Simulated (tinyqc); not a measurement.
Tunnelling through a gate dielectric, WKB transmission and Tsu-Esaki current: one step of the calculation.

Electrons leave the emitter at x = 0. Energies E (motion across the layers) are in eV from the emitter Fermi level; the collector Fermi level lies at -V and offers states at every E. No charge in the dielectric and no image force: F1 = V/t1, U = phi1 - F1 x. With C = hbar^2/(2 m0), kappa = sqrt(m (U - E)/C) where U > E and 0 elsewhere; T(E) = exp(-S), S = 2 times the integral of kappa over x.

Task. WKB exponent by the midpoint rule. Cut each layer into nc equal cells, take U and kappa at the cell centres, and sum S = 2 sum kappa h.

Values chosen for this exercise; dielectric values close to those of aluminium oxide:
```
symbol,value,unit,meaning
phi1,2.57,eV,barrier of layer 1 above the emitter Fermi level at zero bias
m1,0.39,m0,tunnelling mass of layer 1
t1,3.4,nm,thickness of layer 1
V,0.3,V,voltage across the dielectric
E,-0.21,eV,energy of the electron followed
nc,8,,cells in each layer
```

Constants: q = 1.602176634e-19 C, hbar = 1.054571817e-34 J s, m0 = 9.1093837015e-31 kg, hbar^2/(2 m0) = 0.0380998212 eV nm^2. Results are converted to the units shown.

Find: x; U; kappa; S; T(E).

Result.

```
cell	x (nm)	U (eV)	kappa (1/nm)
0	0.212	2.551	5.316
1	0.637	2.514	5.280
2	1.062	2.476	5.244
3	1.488	2.439	5.207
4	1.913	2.401	5.170
5	2.337	2.364	5.133
6	2.763	2.326	5.095
7	3.188	2.289	5.057
```

S = 35.28
T(E) = 4.777e-16

Numbers from tinyqc (`OMP_NUM_THREADS=1 python tinyqc.py 2540034 2540035 out.jsonl`; about 0.04 s on one thread of a shared Intel Xeon 2.30GHz).
